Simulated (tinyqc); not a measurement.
Ideality, saturation current and resistance from three points.

Question. Well above the saturation current a diode obeys V = n Vt ln(I/I0) + I Rs. Find n, Rs and I0.

Inputs (values chosen for the exercise): temperature T = 300 K.

Constants: q = 1.602176634e-19 C, kB = 1.380649e-23 J/K, Vt = kB T/q. Results are converted to the units shown.

currents (A): 4e-6  0.0003  0.04
voltages (V): 0.47671861  0.66558891  0.91151403

Solution. V is linear in the three unknowns n Vt, Rs and -n Vt ln I0, so three points give a linear system.

n = 1.69
Rs = 0.810 ohm
I0 = 7.30e-11 A

Computed by the program tinyqc: `OMP_NUM_THREADS=1 python tinyqc.py 2260125 2260126 out.jsonl`, one thread of a shared Intel Xeon 2.30GHz, about 0.01 s for the whole run.
